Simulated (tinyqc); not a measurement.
Inside a calculation. Method: MP2 on RHF in the 6-31g basis, for H2, spin multiplicity 1. One step of it, computed by the program tinyqc.

Question. Second-order Moller-Plesset energy. E2 = sum_ijab (ia|jb) [2 (ia|jb) - (ib|ja)] / (e_i + e_j - e_a - e_b) over occupied i, j and virtual a, b; the opposite-spin part is (ia|jb)^2 / denominator, the rest is same-spin, and SCS-MP2 scales them by 6/5 and 1/3.

orbital energies (hartree): MO1 -0.594304, MO2 0.237134, MO3 0.777139, MO4 1.397853

Two-electron integrals over orbitals (pq|rs), unique and non-zero (hartree):
```
p,q,r,s,(pq|rs)
1,1,1,1,0.648364
2,1,2,1,0.080539
2,2,1,1,0.433892
2,2,2,2,0.386043
3,1,1,1,0.166604
3,1,2,2,0.050345
3,1,3,1,0.109115
3,2,2,1,-0.018947
3,2,3,2,0.035829
3,3,1,1,0.531441
3,3,2,2,0.381628
3,3,3,1,0.119869
3,3,3,3,0.463795
4,1,2,1,-0.079453
4,1,3,2,-0.022234
4,1,4,1,0.137172
4,2,1,1,-0.143329
4,2,2,2,-0.055063
4,2,3,1,-0.073488
4,2,3,3,-0.098721
4,2,4,2,0.067825
4,3,2,1,-0.083843
4,3,3,2,-0.003073
4,3,4,1,0.123236
4,3,4,3,0.128252
4,4,1,1,0.661360
4,4,2,2,0.442604
4,4,3,1,0.201089
4,4,3,3,0.551959
4,4,4,2,-0.167777
4,4,4,4,0.738523
```

Hartree-Fock energy = -1.12666684 hartree

Give: Terms; Pair energies; MP2 correlation energy; SCS-MP2 correlation energy; MP2 total energy.

Answer.

Terms:
```
i,j,a,b,(ia|jb),(ib|ja),denominator,term
1,1,4,4,0.1372,0.1372,-3.9843,-0.0047
1,1,3,3,0.1091,0.1091,-2.7429,-0.0043
1,1,2,2,0.0805,0.0805,-1.6629,-0.0039
1,1,4,2,-0.0795,-0.0795,-2.8236,-0.0022
1,1,2,4,-0.0795,-0.0795,-2.8236,-0.0022
```

Pair energies (hartree; pair i-j sums ij and ji):
```
pair,opposite spin,same spin
1-1,-0.0174,0
```

MP2 correlation energy = -0.017435 hartree

SCS-MP2 correlation energy = -0.020923 hartree

MP2 total energy = -1.144102 hartree
